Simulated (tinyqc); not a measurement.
# MOS structure on a p-type body, non-linear Poisson equation by Newton steps: what changes with what

One dimension, insulator interface at x = 0, acceptor density Na, uniform, net doping C = -(acceptor density). psi is counted from the intrinsic level: n = ni exp((psi - Vb)/Vt), p = ni exp(-psi/Vt); deep in the body psi_b = -Vt ln(Na/ni). The gate acts through Cox = eps0 eox/tox and has the potential psi_G = Vg - (phiM - chi - Vt ln(Nc/ni)). Boltzmann statistics, full ionisation, classical densities, no oxide or interface charge.

Parameters, values chosen for the exercise; band and dielectric values close to those of silicon: temperature T = 300 K; band gap Eg = 1.11 eV; relative permittivity eps_r = 11.6; conduction-band density of states at T Nc = 2.79e19 cm^-3; valence-band density of states at T Nv = 2.7e19 cm^-3; electron affinity chi = 3.98 eV; acceptor density deep in the body Na = 1.2e18 cm^-3; relative permittivity of the gate insulator (close to zirconium oxide) eox = 25.5; insulator thickness tox = 10 nm; gate work function phiM = 4.34 eV; electron quasi-Fermi potential against the body Vb = 0 V.

Constants: q = 1.602176634e-19 C, kB = 1.380649e-23 J/K, Vt = kB T/q, eps0 = 8.8541878128e-14 F/cm where lengths are in cm. Results are converted to the units shown.

Each table varies one quantity; the others keep the values above.

## Charge and capacitance against gate voltage

ni = sqrt(Nc Nv) exp(-Eg/(2 Vt)), Eg in volts. The Poisson equation d/dx(eps0 eps_r dpsi/dx) = -q (p - n + C), with eps0 eps_r dpsi/dx = -Cox (psi_G - psi_0) at x = 0, is solved on a mesh of about 600 nodes or more. N_inv is the integral of n less its value deep in the body. C_LF = Cox (1 - dpsi_0/dVg) with all carriers following; C_HF is the same with the electron quasi-Fermi level shifting uniformly so that N_inv stays fixed. The centroid is that of the same excess.

Charge and capacitance against gate voltage:
```
Vg (V)  psi_0 - psi_b (V)  N_inv (cm^-2)  C_LF/Cox  C_HF/Cox  centroid (nm)
0.15                0.607         1.28e5     0.154     0.154          0.582
0.27                0.709         6.10e6     0.144     0.144          0.532
0.39                0.813         3.07e8     0.136     0.136          0.493
0.51                0.916        1.56e10     0.159     0.129          0.461
0.63                0.999        3.62e11     0.517     0.124          0.430
0.75                 1.04        1.44e12     0.777     0.122          0.397
0.87                 1.06        2.80e12     0.860     0.122          0.366
0.99                 1.07        4.28e12     0.897     0.122          0.341
1.11                 1.09        5.80e12     0.918     0.122          0.319
```

N_inv goes from 1.28e5 to 5.80e12 cm^-2 and passes 2e11 cm^-2 at Vg = 0.600 V. Below threshold it takes 70.5 mV a decade between Vg = 0.27 and 0.39 V, against Vt ln 10 = 59.5 mV. C_LF/Cox is lowest, 0.136, at Vg = 0.39 V among the rows listed and ends at 0.918, while C_HF/Cox ends at 0.122. Between the last two rows q dN_inv/dVg is 0.903 Cox. Where the classical centroid is under about 2 nm, confinement would move the charge away from the interface and raise the threshold. Above about 2e12 cm^-2 degeneracy matters too.

## Effect of the insulator thickness on threshold, swing and body effect

VT is the Vg at which N_inv = 2e11 cm^-2. m = 1/(dpsi_0/dVg) at N_inv = 1e8 cm^-2; the swing is the Vg between N_inv = 1e8 and 1e9 cm^-2; body coefficient [VT(Vb + 0.05 V) - VT(Vb)]/0.05 V - 1.

The same in every row: psi_0 - psi_b at VT (V) = 0.983.

Results:
```
tox (nm)  VT (V)   m - 1  swing (mV/decade)  body coefficient
2.5        0.385  0.0400               63.0            0.0490
3.7        0.420  0.0593               64.1            0.0661
5.4        0.469  0.0865               65.7            0.0903
7.9        0.540   0.127               68.1             0.126
12         0.658   0.192               72.0             0.184
25          1.03   0.400               84.5             0.370
```

Estimate the missing row, tox = 17 nm.

Computed row:
```
tox (nm)  VT (V)  m - 1  swing (mV/decade)  body coefficient
17         0.801  0.272               76.8             0.256
```

With this row back in the table: As tox goes from 2.5 to 25, VT rises from 0.385 to 1.03 V, the swing rises from 63.0 to 84.5 mV/decade and the body coefficient rises from 0.0490 to 0.370. The swing stays within 1.7 % of m Vt ln 10, and the body coefficient within 0.031 of m - 1.

tinyqc, about 0.4 s, one thread, Intel Xeon 2.30GHz (shared host): `OMP_NUM_THREADS=1 python tinyqc.py 2080109 2080110 out.jsonl`
